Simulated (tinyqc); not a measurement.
What each change does: thin (001) film in sp3s* tight binding with raised dangling bonds.

Planes alternate anion (a), cation (c) along [001], a/4 apart, starting with an anion; zero in-plane momentum; levels counted from the bulk Ev, the lower root of [[Epa, Vxx], [Vxx, Epc]]; no spin-orbit coupling. Block of s, pz, s*: from an anion to the cation above, Vss/2 (s,s), Vsapc/2 (s,z), -Vscpa/2 (z,s), Vxx/2 (z,z), Vxapc/2 (s*,z), -Vpaxc/2 (z,s*); to the cation below the same with the s-z and s*-z signs reversed. Block of u = (px + py)/sqrt2 and v = (px - py)/sqrt2: to the cation above (Vxx + Vxy)/2 for u and (Vxx - Vxy)/2 for v, to the cation below the reverse. Each surface atom has two dangling sp3 hybrids; raising both by dl adds (dl/2) [[1, t], [t, 1]] to its s, pz levels (t = -1 at the bottom face, +1 at the top) and dl to the one of u, v in whose plane the missing bonds lie (v for a bottom anion or a top cation, u for a top anion).

Parameters, chosen for this exercise (out of a larger set: near a published set for SiC, fitted to gaps, whose masses and valley positions are rough; not measured data): p = (-8.43, 2.117, -4.849, 4.363, 9.712, 9.3, -12.379, 3.033, 5.854, 9.538, 9.209, 8.781, 4.355) eV (order Esa, Epa, Esc, Epc, Exa, Exc, Vss, Vxx, Vxy, Vsapc, Vscpa, Vxapc, Vpaxc); Nw = 25 (planes in the thicker film); dp = 30 eV (value of dl for the passivated films).

edges (eV): Gamma 5.86254, Delta 2.33754

A film of Nw planes with shift dp: highest level below mid-gap (half the lower bulk edge) and the two lowest above.

One parameter was then changed.

Results before and after:

| case | Ev1 (eV) | Ec1 (eV) | Ec2 (eV) |
|---|---|---|---|
| base | -0.0525 | 2.3622 | 2.4375 |
| changed | -0.0455 | 2.3587 | 2.4231 |

Which of these changes was made? (a) dp = 60 eV; (b) Nw = 27.
Answer: (b) Nw = 27. Of the candidates, run in turn, only this one gives the changed row.

All candidates:

| case | Ev1 (eV) | Ec1 (eV) | Ec2 (eV) |
|---|---|---|---|
| base | -0.0525 | 2.3622 | 2.4375 |
| Nw = 27 | -0.0455 | 2.3587 | 2.4231 |
| dp = 60 eV | -0.0523 | 2.3622 | 2.4378 |

An odd change of Nw also changes which atoms end the film, so levels need not move as thickness alone would move them; the row for dp shows how far the passivation is from converged.

(tinyqc, `OMP_NUM_THREADS=1 python tinyqc.py 1450925 1450926 out.jsonl`, Intel(R) Xeon(R) Processor @ 2.30GHz, 1 thread, shared host, about 0.3 s.)
